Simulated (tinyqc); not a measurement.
# Worked calculation: ESD clamp with bipolar snapback, compact model and design window

Program tinyqc, `OMP_NUM_THREADS=1 python tinyqc.py 2670006 2670007 out.jsonl`; Intel Xeon 2.30GHz, shared host, one thread, about 0.01 s. Printed values are rounded.

The drain junction multiplies the current that enters it: Igen = (M - 1)(Ic + I0), M = 1/(1 - (Vj/BV)^n). The generated holes leave through the substrate resistance and the base of the parasitic npn: Igen = Vb/Rb + Ic/be, Ic = Is exp(Vb/Vt). Terminal current I = Ic + I0 + Igen and voltage V = Vj + I Ro, per width. Isothermal, constant gain.

Values chosen for this exercise; values close to those of grounded-gate n-channel clamps:
- T = 300 K (temperature)
- BV = 8.4 V (junction breakdown voltage)
- n = 3.1 (exponent of the multiplication)
- be = 8.6 (current gain of the parasitic npn)
- Is = 4.8e-17 A/um (saturation current)
- I0 = 7.1e-11 A/um (junction leakage)
- Rb = 15000 ohm um (substrate resistance)
- Ro = 450 ohm um (drain ballast and contact resistance)
- It2 = 11.4 mA/um (failure current for 100 ns)
- Wf = 20 um (finger width)
- Nf = 8 (number of fingers)
- Lv = 1 kV (human-body-model level)
- Vox = 13.5 V (oxide breakdown voltage for 100 ns)
- Vdd = 1.8 V (supply voltage)

Constants: q = 1.602176634e-19 C, kB = 1.380649e-23 J/K, Vt = kB T/q. Results are converted to the units shown.

## The snapback curve

| point | Vb (V) |
|---|---|
| 0 | 0.05 |
| 1 | 0.3 |
| 2 | 0.435 |
| 3 | 0.495 |
| 4 | 0.545 |
| 5 | 0.662 |
| 6 | 0.768 |
| 7 | 0.788 |
| 8 | 0.818 |

For given Vb: Ic, Igen, M = 1 + Igen/(Ic + I0), Vj = BV (1 - 1/M)^(1/n), I and V.

| point | Ic (uA/um) | M | Vj (V) | I (uA/um) | V (V) |
|---|---|---|---|---|---|
| 0 | 3.32051e-10 | 46949.1 | 8.39994 | 3.33340 | 8.40144 |
| 1 | 5.26041e-6 | 2.62260e5 | 8.39999 | 20.0001 | 8.40899 |
| 2 | 9.74809e-4 | 27730.8 | 8.39990 | 29.0012 | 8.41295 |
| 3 | 0.00992831 | 3301.34 | 8.39918 | 33.0112 | 8.41403 |
| 4 | 0.0686813 | 529.584 | 8.39488 | 36.4101 | 8.41126 |
| 5 | 6.34383 | 8.07309 | 8.04921 | 51.2149 | 8.07226 |
| 6 | 382.889 | 1.25000 | 4.99810 | 478.612 | 5.21347 |
| 7 | 829.963 | 1.17958 | 4.57695 | 979.003 | 5.01750 |
| 8 | 2648.72 | 1.13687 | 4.24322 | 3011.25 | 5.59828 |

V peaks at Vt1 = 8.414 V and falls to Vh = 5.017 V: once the npn supplies current, a small M feeds the base. At high current M tends to 1 + 1/be and Vj to BV (1 + be)^(-1/n) = 4.050 V.

## Iteration 1: base voltage at the failure current

Vb at the start = 0.73 V

I(Vb) = Ic (1 + 1/be) + I0 + Vb/Rb, I' = Ic (1 + 1/be)/Vt + 1/Rb; Newton steps on ln I: Vb(new) = Vb - ln(I/It2) I/I'. V follows from the introduction.

I = 0.1469488 mA/um
V = 6.320861 V
I' = 3.868387 mS/um
Vb after iteration 1 = 0.8952927 V

## Iteration 2: base voltage at the failure current

As before.

I = 58.84505 mA/um
V = 30.54129 V
I' = 2273.986 mS/um
Vb after iteration 2 = 0.8528201 V

## Course of the iteration: base voltage at the failure current

Stop when Vb changes by less than 1e-10 V, or after 20 iterations. Vb must stay between 0 and 8 V.

Course of the iteration:

| iteration | Vb (V) | \|change\| (V) |
|---|---|---|
| 1 | 0.8952927 | 0.165 |
| 2 | 0.8528201 | 0.0425 |
| 3 | 0.8527589 | 6.12e-5 |
| 4 | 0.8527589 | 3.38e-10 |
| 5 | 0.8527589 | 0 |

Converged in 5 iterations. At the end the number of correct digits about doubles with each step.

## Design window and human-body level

Vt1 = 8.414034 V
Vh = 5.017444 V
Vt2 = 9.234881 V

Human-body model: 100 pF through 1500 ohm, peak current about (level - Vt2)/1500 ohm, decay time 150 ns. All fingers turn on before the first fails if Vt2 > Vt1; then the clamp carries Nf Wf It2, otherwise in the worst case Wf It2. Margins: Vh - 1.1 Vdd against latching in operation, Vox - max(Vt1, Vt2) for the protected oxide.

peak current = 0.6605101 A
current the clamp carries = 1.824 A
level it withstands = 2.745235 kV
holding margin = 3.037444 V
oxide margin = 4.265119 V

All fingers conduct; the clamp passes the level. Both margins are positive.
